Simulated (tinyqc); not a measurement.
Worked calculation: ion-assisted plasma etching: sheath, surface coverage, synergy and aspect-ratio dependence. Computed by tinyqc, a small Python program that keeps every step. Command: `OMP_NUM_THREADS=1 python tinyqc.py 3010340 3010341 out.jsonl etch walk`. One thread of a shared host (Intel(R) Xeon(R) Processor @ 2.30GHz), about 0.07 s of CPU time with the checks. Intermediate numbers are printed to about 5 digits and carried at full precision; extremes and crossings named in words are read from the listed rows.

Radicals adsorb on bare sites; ions remove covered sites with a high yield and bare sites by sputtering; a slow spontaneous reaction acts everywhere, walls included.

Inputs (values chosen for the exercise, close to those used for silicon in a halogen plasma):
```
quantity                                value       unit
plasma density n_e                    1.2e+10     1/cm^3
electron temperature T_e                  2.6         eV
ion mass M_i                               80          u
sheath voltage V                           66          V
radical density n                     1.9e+12     1/cm^3
radical mass M_n                           80          u
gas temperature T_g                       300          K
sticking coefficient s                   0.14          -
radicals per removed unit x                 4          -
yield slope b                             0.3  eV^(-1/2)
threshold E_th                             24         eV
sputter slope b_p                       0.014  eV^(-1/2)
sputter threshold E_p                      28         eV
spontaneous reaction probability k_c  7.5e-05          -
solid density N                         5e+22     1/cm^3
ion temperature T_i                      0.38         eV
aspect ratio A                            3.8          -
```

Feature: long trench.

Constants: e = 1.602176634e-19 C; u = 1.6605390666e-27 kg; k_B = 1.380649e-23 J/K; eps_0 = 8.8541878128e-12 F/m.

## Fluxes

Bohm speed u_B = sqrt(e T_e/M_i); ion flux G_i = 0.61 n_e u_B; radical flux G_n = n c/4 with c = sqrt(8 k_B T_g/(pi M_n)).

Bohm speed = 1.7708e+05 cm/s

ion flux G_i = 1.2962e+15 1/(cm^2 s)

radical speed c = 28178 cm/s

radical flux G_n = 1.3384e+16 1/(cm^2 s)

flux ratio G_n/G_i = 10.326

## Sheath and ion angles

Debye length lambda_D = sqrt(eps_0 T_e/(e n_s)) with n_s = 0.61 n_e, T_e in volts; Child-law sheath d = (sqrt2/3) lambda_D (2 V/T_e)^(3/4); ion energy E = V + T_e/2; angular spread = arctan(sqrt(T_i/E)).

Debye length = 140.10 um

sheath thickness = 1256.2 um

ion energy E = 67.3 eV

angular spread = 4.2973 degrees

## Yields

Yields: Y = b (sqrt(E) - sqrt(E_th)) on covered sites, Y_p = b_p (sqrt(E) - sqrt(E_p)) on bare ones (zero below threshold).

yield Y = 0.99140

sputter yield Y_p = 0.040770

## Open-field etch rate

Steady coverage: s G_n (1 - theta) = x Y G_i theta; removal flux = Y G_i theta + Y_p G_i (1 - theta) + k_c G_n; rate = flux/N, 1 cm/s = 6e8 nm/min. Lateral rate = k_c G_n/N; anisotropy = 1 - lateral/vertical; synergy = vertical/(ions alone + radicals alone), with ions alone Y_p G_i/N and radicals alone the lateral rate.

coverage theta = 0.26715

vertical rate = 4.5965 nm/min

lateral rate = 0.012046 nm/min

anisotropy = 0.99738

synergy = 7.1129

Ions and radicals both limit the rate.

## Rate at the floor of the feature

Transmission of a long trench, rough form: K = (1 + ln(1 + A))/(1 + A + ln(1 + A)), walls that scatter diffusely without loss. With a loss probability S = s (1 - theta) at the floor, G_b/G_n = K/(K + S - K S); theta follows G_b, and the two are solved together. Ions are taken to reach the floor unshadowed; G_b replaces G_n in every term of the rate; A is depth over width.

transmission K = 0.40332

G_b/G_n = 0.86392

coverage at the floor = 0.23950

rate at the floor = 4.1860 nm/min

floor rate over open-field rate = 0.91071

The lag is 8.9 %. Caution: the trench transmission is an interpolation between the limits 1 and ln(A)/A, good to tens of per cent.

## Etch lag against aspect ratio

The formulas are those given above.

Floor of the feature:
```
A            K  G_b/G_n    theta  rate (nm/min)  relative rate
0.5    0.73760  0.96446  0.26012         4.4922        0.97731
1.0    0.62869  0.94202  0.25562         4.4253        0.96276
2.0    0.51203  0.90891  0.24887         4.3251        0.94096
5.0    0.35830  0.83891  0.23419         4.1072        0.89356
10.0   0.25361  0.75585  0.21601         3.8374        0.83486
20.0   0.16821  0.64051  0.18929         3.4409        0.74859
50.0   0.08978  0.45063  0.14109         2.7259        0.59304
100.0  0.05317  0.30853  0.10110         2.1328        0.46401
```

K falls by a factor 13.9 over the rows and the rate by 2.11. Among these rows the rate stays within 10 % of the open-field value up to A = 2, and falls further as fewer radicals reach the floor. Caution: rows with A above about 1/(2 tan(ion spread)) or 1/sqrt(k_c), often 10 to 30, are formal: ion shadowing, radical loss on the walls, redeposition of sputtered material and, in fluorocarbon plasmas, polymer growth are left out and add to the lag.

## Yield per ion against the flux ratio

The ion flux is fixed and the radical flux set by the ratio; the removal per ion is the removal flux over G_i.

Open field:
```
G_n/G_i    theta  rate (nm/min)  removal per ion
0.3      0.01048          0.789           0.0508
1        0.03410          1.140           0.0733
3        0.09577          2.054           0.1320
10       0.26092          4.504           0.2896
30       0.51435          8.275           0.5320
100      0.77927         12.274           0.7891
300      0.91373         14.495           0.9319
1000     0.97245         16.180           1.0402
3000     0.99065         18.783           1.2075
```

Coverage reaches one half at G_n/G_i = x Y/s = 28.3. Below that the ion-assisted part follows the radical flux, on top of the sputter floor Y_p = 0.0408; above it the ion-assisted part saturates at Y = 0.991 per ion, and the further rise to 1.21 comes from the spontaneous reaction, which costs anisotropy.

Checks made by the program: series form 1/R = 1/(Y G_i) + x/(s G_n) of the ion-assisted part (relative difference below 1e-10).
